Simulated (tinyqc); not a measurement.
Inside a calculation. Method: CCSD on RHF in the 3-21g basis, for H2, spin multiplicity 1. One step of it, computed by the program tinyqc.

Problem. Iteration 8 (converged): orbitals. Diagonalise F' = X^T F X, C = X C', fill 1 alpha and 1 beta electrons from the bottom; D = 2 C_occ C_occ^T. Each column has its largest component positive (the first on a tie).

converged F (hartree), lower triangle:
```
,1H 1s,1H 2s,2H 1s,2H 2s
1H 1s,0.010789
1H 2s,-0.547815,-0.362888
2H 1s,-0.586164,-0.562603,0.010789
2H 2s,-0.562603,-0.400926,-0.547815,-0.362888
```

X:
```
,1,2,3,4
1H 1s,-0.719358,0.753550,0.919415,0.271018
1H 2s,2.303423,-0.642452,0.287133,0.317885
2H 1s,0.719358,0.753550,-0.919415,0.271018
2H 2s,-2.303423,-0.642452,-0.287133,0.317885
```

Give: F' = X^T F X; orbital energies; coefficients C; D after iteration 8.

Solution.

F' = X^T F X (hartree), lower triangle:
```
,1,2,3,4
1,0.9234
2,0.0000,0.8663
3,-0.6828,0.0000,1.0311
4,0.0000,-0.0683,0.0000,-0.6216
```

orbital energies (hartree): MO1 -0.6247, MO2 0.2924, MO3 0.8695, MO4 1.6622

coefficients C:
```
,MO1,MO2,MO3,MO4
1H 1s,0.3052,0.0958,0.7404,-1.1635
1H 2s,0.2881,1.8865,-0.6563,1.3526
2H 1s,0.3052,-0.0958,0.7404,1.1635
2H 2s,0.2881,-1.8865,-0.6563,-1.3526
```

D after iteration 8, lower triangle:
```
,1H 1s,1H 2s,2H 1s,2H 2s
1H 1s,0.1863
1H 2s,0.1759,0.1660
2H 1s,0.1863,0.1759,0.1863
2H 2s,0.1759,0.1660,0.1759,0.1660
```
